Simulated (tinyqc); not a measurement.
Precursor delivery by bubblers, mass-transport growth and the solid composition of a III-V alloy: one step, computed by the program tinyqc. Command: `OMP_NUM_THREADS=1 python tinyqc.py 3029520 3029521 out.jsonl movpe_thermo walk`. One thread of a shared host (Intel(R) Xeon(R) Processor @ 2.30GHz), about 0.01 s of CPU time with the checks.

1 sccm = 44.615 micromol/min; 1 torr = 133.322 Pa. The sources decompose fully at the surface.

Task: Partial pressures in the reactor. p_i = p n_i/(44615 F_t), F_t in slm; p_V = p F_V/(1000 F_t), counted per molecule supplied; V/III = 44.615 F_V/(n1 + n2); vapour fraction of source 2 = n2/(n1 + n2).

Inputs (values chosen for the exercise, modelled on triethylgallium (source 1) and trimethylindium (source 2) for the vapour pressures):
```
quantity             value  unit
bath temperature T1    290     K
bath temperature T2    305     K
total flow F_t         6.1   slm
group-V flow F_V       250  sccm
reactor pressure p      76  torr
```

molar flow 1 = 4.732056 micromol/min

molar flow 2 = 10.41137 micromol/min

Give: p_1; p_2; p_V; V/III ratio; vapour fraction of source 2.

Result:

p_1 = 0.001321 torr

p_2 = 0.002907 torr

p_V = 3.115 torr

V/III ratio = 736.5

vapour fraction of source 2 = 0.6875
